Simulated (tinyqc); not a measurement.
Trap in a gate oxide as a short-range spherical well: sweeps and comparisons. A value that a table varies takes the place of the one given here.

A spherical well of radius R and depth V0 below the conduction edge, one mass m, c = hbar^2/2m0. The s level at binding Et solves k cot(k R) = -kappa with k = sqrt(m (V0 - Et)/c), kappa = sqrt(m Et/c); it exists for V0 > Vc = c (pi/2R)^2/m. Outside, psi falls as exp(-kappa r)/r.

Lucovsky model (delta well, plane-wave final states, no local-field factor): sigma = (32 pi alpha c/(3 n_r m Et)) (x - 1)^(3/2)/x^3, x = h nu/Et, c = hbar^2/2m0; 1 angstrom^2 = 1e-16 cm^2.

Energies from the conduction edge of the channel. The trap level at depth x is E_T = dEc - Et - e Fox x (1 MV/cm = 0.01 eV/angstrom). An electron at the channel edge tunnels with the WKB exponent S = (4/3) sqrt(m/c) [dEc^(3/2) - (dEc - e Fox x)^(3/2)]/(e Fox), c = hbar^2/2m0; tau = t0 exp(S); the occupation is f = 1/(1 + exp((E_T - EF)/kB T)), tau_c = tau/f and tau_e = tau/(1 - f). Lattice relaxation is left out; a level below the channel edge needs phonons as well, so tau is then a lower bound, while a level above it can also empty elastically at its own energy, through a thinner barrier, faster than this tau.

Constants: hbar^2/2m0 = 3.80998211 eV angstrom^2; fine-structure constant alpha = 0.007297352564; kB = 8.617333262e-05 eV/K.

Parameters, chosen for this exercise (near those of HfO2 on Si; not measured data): R = 2.9 angstrom (radius of the well); m = 0.195 m0 (mass); fV = (1.03, 1.12, 1.3, 1.61, 2.37, 2.88, 6.11) (V0/Vc); n_r = 1.9 (refractive index); xs = (1.06, 1.16, 1.55, 1.93, 2.32, 3.04, 4.57, 6.61) (photon energies h nu/Et); dEc = 1.48 eV (conduction offset to the channel); Fox = 4.4 MV/cm (oxide field, lowering levels away from the channel); t0 = 17 x 1e-11 s (time constant at the interface); T = 200 K (temperature); EF = -0.13 eV (Fermi level above the channel edge); ds = (3, 6, 9, 12, 15, 18) angstrom (depths); V0 = 9.67 eV (depth of the well); x = 9 angstrom (depth of the trap).

## From threshold to a deep level

Et against the depth at fixed R; near threshold Et = (pi^2/16)(V0 - Vc)^2/Vc.

Results:

| V0/Vc | V0 (eV) | Et (eV) | threshold form (eV) | 1/kappa (angstrom) | share outside |
|---|---|---|---|---|---|
| 1.03 | 5.904 | 0.003114 | 0.003182 | 79.2 | 0.964 |
| 1.12 | 6.420 | 0.04682 | 0.05092 | 20.4 | 0.869 |
| 1.30 | 7.452 | 0.2616 | 0.3182 | 8.6 | 0.722 |
| 1.61 | 9.229 | 0.9171 | 1.316 | 4.6 | 0.553 |
| 2.37 | 13.586 | 3.396 | 6.637 | 2.4 | 0.340 |
| 2.88 | 16.509 | 5.443 | 12.50 | 1.9 | 0.265 |
| 6.11 | 35.025 | 21.00 | 92.33 | 1.0 | 0.100 |

The threshold form holds to 10 % up to V0/Vc = 1.12 of those listed. There the state is mostly outside the well (96 % in the first row) and knows only Et, which is why a delta-well model works; more than half is inside from V0/Vc = 2.37 on. A second s level would need V0/Vc > 9. From V0/Vc = 6.11 on Et exceeds the gap of the host, about 5.8 eV, so those rows only show the model.

## Neutral against charged centre

Et = 1.12120 eV

Lucovsky cross-section, its shape relative to the peak, and the shape of a hydrogen-like centre relative to threshold: x^-4 exp(4 - 4 atan(e)/e)/(1 - exp(-2 pi/e)), e = sqrt(x - 1).

Results:

| x | h nu (eV) | sigma (1e-18 cm^2) | relative to peak | hydrogen-like |
|---|---|---|---|---|
| 1.06 | 1.188 | 2.77 | 0.099 | 0.856 |
| 1.16 | 1.301 | 9.20 | 0.328 | 0.671 |
| 1.55 | 1.738 | 24.6 | 0.876 | 0.303 |
| 1.93 | 2.164 | 28.0 | 0.998 | 0.163 |
| 2.32 | 2.601 | 27.2 | 0.972 | 0.097 |
| 3.04 | 3.408 | 23.3 | 0.830 | 0.044 |
| 4.57 | 5.124 | 15.9 | 0.565 | 0.013 |
| 6.61 | 7.411 | 10.3 | 0.368 | 0.004 |

The short-range centre starts from zero, reaches half its peak at x = 1.24 and peaks at x = 2; in the last row it still has 37 % of the peak. The Coulomb centre is largest at threshold and is down to 0.4 % there. Reading the peak as the threshold would misplace the level by a factor 2, here 1.12 eV. Rows above the gap, about 5.8 eV, are hidden by band-to-band absorption.

## Depth of the trap

Each depth has its own level and time; the corner frequency is 1/(2 pi tau).

Results:

| x (angstrom) | E_T (eV) | S | tau (s) | corner (Hz) | f |
|---|---|---|---|---|---|
| 3 | 0.227 | 1.61 | 8.5e-10 | 1.9e+08 | 0.000 |
| 6 | 0.095 | 3.15 | 4.0e-09 | 4.0e+07 | 0.000 |
| 9 | -0.037 | 4.61 | 1.7e-08 | 9.4e+06 | 0.005 |
| 12 | -0.169 | 5.98 | 6.7e-08 | 2.4e+06 | 0.907 |
| 15 | -0.301 | 7.25 | 2.4e-07 | 6.6e+05 | 1.000 |
| 18 | -0.433 | 8.43 | 7.8e-07 | 2.0e+05 | 1.000 |

tau spans 3.0 decades, one decade for each 4.50 angstrom at the start and 5.86 at the end, where the field has thinned the barrier. Traps spread evenly in depth are thus spread nearly evenly in ln tau; if levels near EF exist at every depth, this sums to 1/f noise and to charging that grows as ln t. With the single Et of this table only depths where f is neither 0 nor 1 contribute. The level crosses EF between 9 and 12 angstrom.

## What each parameter does

Et from the well, then the level and the time. Each row changes one parameter from the base and keeps the others.

Results:

| case | Et (eV) | E_T (eV) | log10 tau (s) | ln(tau_c/tau_e) |
|---|---|---|---|---|
| base | 1.121 | -0.037 | -7.77 | 5.4 |
| x = 11 angstrom | 1.121 | -0.125 | -7.37 | 0.3 |
| Fox = 5.4 MV/cm | 1.121 | -0.127 | -7.81 | 0.2 |
| dEc = 1.36 eV | 1.121 | -0.157 | -7.87 | -1.6 |
| m = 0.215 m0 | 1.475 | -0.391 | -7.67 | -15.2 |
| V0 = 10.15 eV | 1.358 | -0.274 | -7.77 | -8.4 |
| T = 250 K | 1.121 | -0.037 | -7.77 | 4.3 |
| EF = -0.08 eV | 1.121 | -0.037 | -7.77 | 2.5 |

The largest shifts from the base row, up to three for each result and ties (the steps differ in size, so this ranks the rows, not the parameters). Et (eV): m +0.354, V0 +0.237; unchanged at the printed digits by x, Fox, dEc, T and EF. E_T (eV): m -0.354, V0 -0.237, dEc -0.120; unchanged at the printed digits by T and EF. log10 tau (s): x +0.40, m +0.10, dEc -0.10; unchanged at the printed digits by V0, T and EF. ln(tau_c/tau_e): m -20.5, V0 -13.8, dEc -7.0.

Program tinyqc; command `OMP_NUM_THREADS=1 python tinyqc.py 1252332 1252333 out.jsonl`; about 0.01 s on one thread of a shared Intel(R) Xeon(R) Processor @ 2.30GHz.
